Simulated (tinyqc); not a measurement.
Ballistic conductance of a ribbon with a Dirac band by counting modes: conductance against size.

Subband edges E_n = hbar v pi |n + al|/W for all integers n (the walls mix the two valleys, so no further valley factor enters); only conduction subbands count, the valence ones being far below Ef. Every mode transmits fully; spin gives the factor 2 in 2 q^2/h.

G = (2 q^2/h) M; at zero temperature M counts the edges below Ef, at T it is the sum of degeneracy times f. The smooth (Sharvin) count is 2 Ef W/(pi hbar v). f = 1/(1 + exp((E_n - Ef)/Vt)).

Parameters, values chosen for the exercise: temperature T = 300 K; Dirac velocity v = 9.9e5 m/s; offset of the transverse quantisation al = 0.25; Fermi energy above the Dirac point Ef = 0.398 eV.

Constants: q = 1.602176634e-19 C, kB = 1.380649e-23 J/K, hbar = 1.054571817e-34 J s, h = 6.62607015e-34 J s, Vt = kB T/q. Results are converted to the units shown.

Result of one run:
```
W (nm),M at T = 0,M at T,smooth count,G (uS)
35.1,14,13.65,13.65,1057
```

What becomes of these results when the width W is changed from 35.1 to 21.2 nm, all else the same?

Result of the changed run:
```
W (nm),M at T = 0,M at T,smooth count,G (uS)
21.2,8,8.243,8.243,638.7
```

The whole series:
```
W (nm),M at T = 0,M at T,smooth count,G (uS)
7.3,3,2.889,2.838,223.8
10.8,4,4.184,4.199,324.2
14.3,6,5.562,5.560,430.9
17.7,7,6.883,6.882,533.3
21.2,8,8.243,8.243,638.7
24.7,10,9.604,9.604,744.1
28.1,11,10.93,10.93,846.6
31.6,12,12.29,12.29,952.0
35.1,14,13.65,13.65,1057
38.5,15,14.97,14.97,1160
42,16,16.33,16.33,1265
```

The integer count climbs from 3 to 16 in steps, and G from 224 to 1270 uS. In the last row M at T is within 0.01 % of the smooth count. The largest gap between M at T and the integer count is 0.44.

tinyqc, about 0.04 s, one thread, Intel Xeon 2.30GHz (shared host): `OMP_NUM_THREADS=1 python tinyqc.py 2740032 2740033 out.jsonl`
